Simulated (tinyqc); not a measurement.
Thin (001) film in sp3s* tight binding with raised dangling bonds: one step. Levels of the small film. Three cases, with inputs chosen for the exercise.

Question. Diagonalise both blocks.

Give: levels of the s, pz, s* block; levels of the u, v block.

Case 1.

s, pz, s* block (eV):
```
           sa1        za1      *a1       sc2       zc2       *c2       sa3       za3       *a3       sc4
sa1    7.45408  -15.00000        0  -3.31200   2.54000         0         0         0         0         0
za1  -15.00000   15.98308        0  -2.74100   0.93500  -2.51300         0         0         0         0
*a1          0          0  7.50708         0   2.26250         0         0         0         0         0
sc2   -3.31200   -2.74100        0  -1.16992         0         0  -3.31200   2.74100         0         0
zc2    2.54000    0.93500  2.26250         0   3.55708         0  -2.54000   0.93500  -2.26250         0
*c2          0   -2.51300        0         0         0   6.72008         0   2.51300         0         0
sa3          0          0        0  -3.31200  -2.54000         0  -7.54592         0         0  -3.31200
za3          0          0        0   2.74100   0.93500   2.51300         0   0.98308         0  -2.74100
*a3          0          0        0         0  -2.26250         0         0         0   7.50708         0
sc4          0          0        0         0         0         0  -3.31200  -2.74100         0  -1.16992
zc4          0          0        0         0         0         0   2.54000   0.93500   2.26250         0
*c4          0          0        0         0         0         0         0  -2.51300         0         0
sa5          0          0        0         0         0         0         0         0         0  -3.31200
za5          0          0        0         0         0         0         0         0         0   2.74100
*a5          0          0        0         0         0         0         0         0         0         0

          zc4       *c4       sa5       za5       *a5
sa1         0         0         0         0         0
za1         0         0         0         0         0
*a1         0         0         0         0         0
sc2         0         0         0         0         0
zc2         0         0         0         0         0
*c2         0         0         0         0         0
sa3   2.54000         0         0         0         0
za3   0.93500  -2.51300         0         0         0
*a3   2.26250         0         0         0         0
sc4         0         0  -3.31200   2.74100         0
zc4   3.55708         0  -2.54000   0.93500  -2.26250
*c4         0   6.72008         0   2.51300         0
sa5  -2.54000         0   7.45408  15.00000         0
za5   0.93500   2.51300  15.00000  15.98308         0
*a5  -2.26250         0         0         0   7.50708
```

u, v block (eV):
```
         ua1       va1       uc2       vc2       ua3       va3       uc4       vc4       ua5      va5
ua1  0.98308         0   3.08250         0         0         0         0         0         0        0
va1        0  30.98308         0  -1.21250         0         0         0         0         0        0
uc2  3.08250         0   3.55708         0  -1.21250         0         0         0         0        0
vc2        0  -1.21250         0   3.55708         0   3.08250         0         0         0        0
ua3        0         0  -1.21250         0   0.98308         0   3.08250         0         0        0
va3        0         0         0   3.08250         0   0.98308         0  -1.21250         0        0
uc4        0         0         0         0   3.08250         0   3.55708         0  -1.21250        0
vc4        0         0         0         0         0  -1.21250         0   3.55708         0  3.08250
ua5        0         0         0         0         0         0  -1.21250         0  30.98308        0
va5        0         0         0         0         0         0         0   3.08250         0  0.98308
```

Answer.

levels of the s, pz, s* block (eV): -11.084  -8.211  -6.895  -2.594  2.599  2.951  3.246  3.699  6.819  7.507  8.668  8.982  10.285  27.535  27.540

levels of the u, v block (eV): -1.699  -1.699  -0.581  -0.581  5.088  5.088  6.217  6.217  31.037  31.037

No level lies between 0 and the bulk edge 2.242 eV; confinement has widened the gap at zero in-plane momentum to 3.180 eV.

Case 2.

s, pz, s* block (eV):
```
           sa1        za1      *a1       sc2       zc2       *c2       sa3       za3       *a3       sc4
sa1    5.77800  -10.00000        0  -4.14150   2.86650         0         0         0         0         0
za1  -10.00000   11.72200        0  -2.86650   0.86100  -2.67350         0         0         0         0
*a1          0          0  6.72700         0   2.67350         0         0         0         0         0
sc2   -4.14150   -2.86650        0  -4.22200         0         0  -4.14150   2.86650         0         0
zc2    2.86650    0.86100  2.67350         0   1.72200         0  -2.86650   0.86100  -2.67350         0
*c2          0   -2.67350        0         0         0   6.72700         0   2.67350         0         0
sa3          0          0        0  -4.14150  -2.86650         0  -4.22200         0         0  -4.14150
za3          0          0        0   2.86650   0.86100   2.67350         0   1.72200         0  -2.86650
*a3          0          0        0         0  -2.67350         0         0         0   6.72700         0
sc4          0          0        0         0         0         0  -4.14150  -2.86650         0  -4.22200
zc4          0          0        0         0         0         0   2.86650   0.86100   2.67350         0
*c4          0          0        0         0         0         0         0  -2.67350         0         0
sa5          0          0        0         0         0         0         0         0         0  -4.14150
za5          0          0        0         0         0         0         0         0         0   2.86650
*a5          0          0        0         0         0         0         0         0         0         0

          zc4       *c4       sa5       za5       *a5
sa1         0         0         0         0         0
za1         0         0         0         0         0
*a1         0         0         0         0         0
sc2         0         0         0         0         0
zc2         0         0         0         0         0
*c2         0         0         0         0         0
sa3   2.86650         0         0         0         0
za3   0.86100  -2.67350         0         0         0
*a3   2.67350         0         0         0         0
sc4         0         0  -4.14150   2.86650         0
zc4   1.72200         0  -2.86650   0.86100  -2.67350
*c4         0   6.72700         0   2.67350         0
sa5  -2.86650         0   5.77800  10.00000         0
za5   0.86100   2.67350  10.00000  11.72200         0
*a5  -2.67350         0         0         0   6.72700
```

u, v block (eV):
```
         ua1       va1       uc2       vc2       ua3       va3       uc4       vc4       ua5      va5
ua1  1.72200         0   3.13900         0         0         0         0         0         0        0
va1        0  21.72200         0  -1.41700         0         0         0         0         0        0
uc2  3.13900         0   1.72200         0  -1.41700         0         0         0         0        0
vc2        0  -1.41700         0   1.72200         0   3.13900         0         0         0        0
ua3        0         0  -1.41700         0   1.72200         0   3.13900         0         0        0
va3        0         0         0   3.13900         0   1.72200         0  -1.41700         0        0
uc4        0         0         0         0   3.13900         0   1.72200         0  -1.41700        0
vc4        0         0         0         0         0  -1.41700         0   1.72200         0  3.13900
ua5        0         0         0         0         0         0  -1.41700         0  21.72200        0
va5        0         0         0         0         0         0         0   3.13900         0  1.72200
```

Answer.

levels of the s, pz, s* block (eV): -11.701  -9.513  -6.298  -2.444  1.832  2.032  3.137  3.912  6.727  6.843  8.062  9.274  10.036  19.607  19.629

levels of the u, v block (eV): -2.221  -2.221  -0.815  -0.815  4.196  4.196  5.625  5.625  21.824  21.824

No level lies between 0 and the bulk edge 1.212 eV; confinement has widened the gap at zero in-plane momentum to 2.647 eV.

Case 3.

s, pz, s* block (eV):
```
          sa1       za1      *a1       sc2       zc2       *c2       sa3       za3       *a3       sc4       zc4
sa1  -4.57090  -5.00000        0  -2.79050   1.52300         0         0         0         0         0         0
za1  -5.00000   5.89810        0  -2.73400   0.91650  -1.94050         0         0         0         0         0
*a1         0         0  7.36710         0   1.68650         0         0         0         0         0         0
sc2  -2.79050  -2.73400        0  -2.71190         0         0  -2.79050   2.73400         0         0         0
zc2   1.52300   0.91650  1.68650         0   3.74110         0  -1.52300   0.91650  -1.68650         0         0
*c2         0  -1.94050        0         0         0   6.72310         0   1.94050         0         0         0
sa3         0         0        0  -2.79050  -1.52300         0  -9.57090         0         0  -2.79050   1.52300
za3         0         0        0   2.73400   0.91650   1.94050         0   0.89810         0  -2.73400   0.91650
*a3         0         0        0         0  -1.68650         0         0         0   7.36710         0   1.68650
sc4         0         0        0         0         0         0  -2.79050  -2.73400         0  -2.71190         0
zc4         0         0        0         0         0         0   1.52300   0.91650   1.68650         0   3.74110
*c4         0         0        0         0         0         0         0  -1.94050         0         0         0
sa5         0         0        0         0         0         0         0         0         0  -2.79050  -1.52300
za5         0         0        0         0         0         0         0         0         0   2.73400   0.91650
*a5         0         0        0         0         0         0         0         0         0         0  -1.68650

          *c4       sa5      za5       *a5
sa1         0         0        0         0
za1         0         0        0         0
*a1         0         0        0         0
sc2         0         0        0         0
zc2         0         0        0         0
*c2         0         0        0         0
sa3         0         0        0         0
za3  -1.94050         0        0         0
*a3         0         0        0         0
sc4         0  -2.79050  2.73400         0
zc4         0  -1.52300  0.91650  -1.68650
*c4   6.72310         0  1.94050         0
sa5         0  -4.57090  5.00000         0
za5   1.94050   5.00000  5.89810         0
*a5         0         0        0   7.36710
```

u, v block (eV):
```
         ua1       va1       uc2       vc2       ua3       va3       uc4       vc4       ua5      va5
ua1  0.89810         0   3.15050         0         0         0         0         0         0        0
va1        0  10.89810         0  -1.31750         0         0         0         0         0        0
uc2  3.15050         0   3.74110         0  -1.31750         0         0         0         0        0
vc2        0  -1.31750         0   3.74110         0   3.15050         0         0         0        0
ua3        0         0  -1.31750         0   0.89810         0   3.15050         0         0        0
va3        0         0         0   3.15050         0   0.89810         0  -1.31750         0        0
uc4        0         0         0         0   3.15050         0   3.74110         0  -1.31750        0
vc4        0         0         0         0         0  -1.31750         0   3.74110         0  3.15050
ua5        0         0         0         0         0         0  -1.31750         0  10.89810        0
va5        0         0         0         0         0         0         0   3.15050         0  0.89810
```

Answer.

levels of the s, pz, s* block (eV): -12.015  -9.423  -8.177  -3.645  0.411  2.410  2.638  3.626  5.523  6.318  7.367  8.113  9.048  9.447  9.946

levels of the u, v block (eV): -1.828  -1.828  -0.632  -0.632  5.107  5.107  6.362  6.362  11.168  11.168

No level lies between 0 and the bulk edge 0.409 eV; confinement has widened the gap at zero in-plane momentum to 1.043 eV.

Computed by tinyqc, one run a case: `OMP_NUM_THREADS=1 python tinyqc.py N N+1 out.jsonl` with N = 1451372, 1451465, 1451593; one thread of a shared Intel(R) Xeon(R) Processor @ 2.30GHz, about 0.4 s a run at most.
